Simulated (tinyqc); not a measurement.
Worked calculation: plane-wave Kohn-Sham cycle with exchange-only LDA in a layered model solid. One step of it, computed by the program tinyqc.

Problem. Iteration 1: Hamiltonian at one k. H(m,m') = (k + G_m)^2/2 delta + V(G_m - G_m'), with V(-G) = V(G).

A solid whose potential varies along x alone (atomic units):
```
parameter                      value
period a                   16.400000
cross-section of the cell  39.000000
electrons per cell                 2
grid points                       16
plane waves -n..n, n               2
k points                           3
V1 in V1 cos(2 pi x/a)     -0.420000
```

V(G_m), m = 0, 1, 2, ... (hartree): -0.144001  -0.210000  0.000000  0.000000  0.000000

k = 0.000000 2 pi / a

Give: H.

Solution.

H (hartree):
```
         -2       -1       +0       +1       +2
-2   0.1496  -0.2100   0.0000   0.0000   0.0000
-1  -0.2100  -0.0706  -0.2100   0.0000   0.0000
+0   0.0000  -0.2100  -0.1440  -0.2100   0.0000
+1   0.0000   0.0000  -0.2100  -0.0706  -0.2100
+2   0.0000   0.0000   0.0000  -0.2100   0.1496
```
